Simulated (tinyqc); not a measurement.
Changing the thickness d_2: longitudinal sound in a periodic multilayer: transfer matrices, stop bands and folded phonons. Computed by tinyqc, a small Python program. Command: `OMP_NUM_THREADS=1 python tinyqc.py 3008523 3008524 out.jsonl multilayer sweep`. One thread of a shared host (Intel(R) Xeon(R) Processor @ 2.30GHz), about 0.01 s of CPU time with the checks.

Layers 1 and 2 repeat with period d = d_1 + d_2; waves travel normal to the layers, without loss. State vector (u, s): displacement u and stress divided by omega. Impedances Z = rho v are in 1e6 kg/(m^2 s).

Inputs (values chosen for the exercise, modelled on silica (layer 1), titanium nitride (layer 2) and silicon (substrate)): density rho_1 = 2.21 g/cm^3; velocity v_1 = 5910 m/s; thickness d_1 = 282 nm; density rho_2 = 5.48 g/cm^3; velocity v_2 = 10400 m/s; substrate density = 2.36 g/cm^3; substrate velocity = 8580 m/s; periods N = 8.

Method:
- Z = rho v; interface reflection r = (Z_2 - Z_1)/(Z_2 + Z_1) (stress amplitude, from 1 into 2); Bragg frequency f_B = 1/[2 (d_1/v_1 + d_2/v_2)]; long-wave velocity v_eff = d/sqrt[(d_1/v_1)^2 + (d_2/v_2)^2 + (Z_1/Z_2 + Z_2/Z_1)(d_1/v_1)(d_2/v_2)].
- A layer maps (u, s) by [[cos p, sin p/Z], [-Z sin p, cos p]], p = 2 pi f d_i/v_i; one period is M = M_2 M_1, and cos(q d) = trace(M)/2.
- For N periods A = M^N. A wave comes from a thick layer of material 1 and leaves into the substrate (Z_s): transmitted power T = 4 Z_1 Z_s/|Z_1 A_22 + Z_s A_11 - i (Z_1 Z_s A_12 - A_21)|^2, reflected power R = 1 - T.
- Gap m contains m f_B; its edges, where trace(M)/2 = (-1)^m, are found by root search. Weak-contrast estimate of the width: (4 f_B/pi) |r sin(m pi a)|, a = (d_1/v_1)/(d_1/v_1 + d_2/v_2).

One run for each value:
```
thickness d_2 (nm)  width/f_B (%)  Bragg frequency f_B (GHz)  transmitted power at f_B  long-wave velocity v_eff (m/s)
82.7                        41.12                      8.982                 6.701e-05                            5708
129.0                       53.11                      8.317                 1.350e-06                            5728
203.0                       66.69                      7.437                 2.369e-08                            5824
317.0                       79.76                      6.394                 1.136e-09                            6025
496.0                       86.30                      5.241                 3.590e-10                            6352
777.0                       79.76                      4.084                 1.138e-09                            6803
1220.0                      66.51                      3.030                 2.483e-08                            7351
1900.0                      53.24                      2.170                 1.293e-06                            7931
2980.0                      41.10                      1.496                 6.743e-05                            8503
```

Describe and explain the trends.

Over the rows, width/f_B (%) goes from 41.1 through a maximum among these rows, 86.3 at 496, to 41.1; Bragg frequency f_B (GHz) falls from 8.98 to 1.50 (exponent d ln y / d ln x -0.17 between the first rows and -0.83 between the last); transmitted power at f_B goes from 6.70e-5 through a minimum among these rows, 3.59e-10 at 496, to 6.74e-5. The relative width is largest when both layers have equal transit times, at d_2 = 496 nm.

Caution (rows 203, 317, 496, 777, 1220): so small a transmitted power at f_B holds only for perfect layers and strictly normal incidence.

Extremes, crossings and ranges named in words are read from the listed rows.
